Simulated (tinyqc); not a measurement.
## The weight eta from points of equal mobility

Question. If the mobility depends on E = q (Ndep + eta Ns)/(eps0 eps_r) alone, two points of equal mobility on its falling branch have equal E. Find eta and E.

Values chosen for this exercise: relative permittivity of the semiconductor eps_r = 11.9.

Constants: q = 1.602176634e-19 C, eps0 = 8.8541878128e-14 F/cm where lengths are in cm. Results are converted to the units shown.

Ndep at two body biases (cm^-2): [5.0436674e12, 8.0558498e12]
Ns at which the mobility is the same (cm^-2): [2.5e13, 1.7994925e13]

Solution. eta is the ratio of the differences of Ndep and Ns.

eta = 0.4300
E = 2.402 MV/cm

Computed by the program tinyqc: `OMP_NUM_THREADS=1 python tinyqc.py 2510059 2510060 out.jsonl`, one thread of a shared Intel Xeon 2.30GHz, about 0.01 s for the whole run.
